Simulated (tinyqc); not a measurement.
Plane-wave Kohn-Sham cycle with exchange-only LDA in a layered model solid, step by step. One step of it, computed by the program tinyqc.

Question. Iteration 2: levels at that k. Diagonalise the Hermitian matrix.

H (hartree):
```
           -3         -2         -1         +0         +1         +2         +3
-3   1.405323  -0.007813   0.013685   0.002933   0.000484  -0.000047  -0.000003
-2  -0.007813   0.441495  -0.007813   0.013685   0.002933   0.000484  -0.000047
-1   0.013685  -0.007813  -0.093966  -0.007813   0.013685   0.002933   0.000484
+0   0.002933   0.013685  -0.007813  -0.201058  -0.007813   0.013685   0.002933
+1   0.000484   0.002933   0.013685  -0.007813   0.120218  -0.007813   0.013685
+2  -0.000047   0.000484   0.002933   0.013685  -0.007813   0.869863  -0.007813
+3  -0.000003  -0.000047   0.000484   0.002933   0.013685  -0.007813   2.047876
```

Give: eigenvalues.

Answer.

eigenvalues (hartree): -0.2022  -0.0946  0.1211  0.4419  0.8701  1.4055  2.0480
